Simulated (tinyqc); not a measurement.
From results back to parameters: statistics of electrons in three, two and one dimensions. Two cases, with inputs chosen for the exercise.

Problem. A sheet with one subband has n2 = (2/lambda^2) ln(1 + exp(eta)).

One band edge at E = 0, lambda = sqrt(4 pi c/(m1 kT)) with c = hbar^2/2m0. Densities with spin: n3 = (2/lambda^3) F_1/2(eta), n2 = (2/lambda^2) F_0(eta) with F_0 = ln(1 + exp(eta)), n1 = (2/lambda) F_-1/2(eta). F_j(eta) = (1/Gamma(j + 1)) integral_0^infinity x^j dx/(1 + exp(x - eta)), which tends to exp(eta) for eta << 0.

Constants: hbar^2/2m0 = 3.80998211 eV angstrom^2; kB = 8.617333262e-05 eV/K.

Find: n2 lambda^2/2; eta; EF above the subband edge.

Method. eta = ln(exp(n2 lambda^2/2) - 1), with n2 in 1/angstrom^2.

Case 1.

Values chosen (out of a larger set: near those of Ge, lowest valleys alone; not measured data): m1 = 0.0795 m0 (mass of one isotropic band with spin); T = 95 K.

n2 = 1.03912e+12 1/cm^2

Solution.

n2 lambda^2/2 = 3.8221
eta = 3.800
EF above the subband edge = 31.11 meV

Case 2.

Values chosen (out of a larger set: near those of Si, lowest valleys alone; not measured data): m1 = 0.182 m0 (mass of one isotropic band with spin); T = 200 K.

n2 = 5.48405e+12 1/cm^2

Solution.

n2 lambda^2/2 = 4.1853
eta = 4.170
EF above the subband edge = 71.87 meV

Computed by tinyqc, one run a case: `OMP_NUM_THREADS=1 python tinyqc.py N N+1 out.jsonl` with N = 1652357, 1652363; one thread of a shared Intel(R) Xeon(R) Processor @ 2.30GHz, about 0.01 s a run at most.
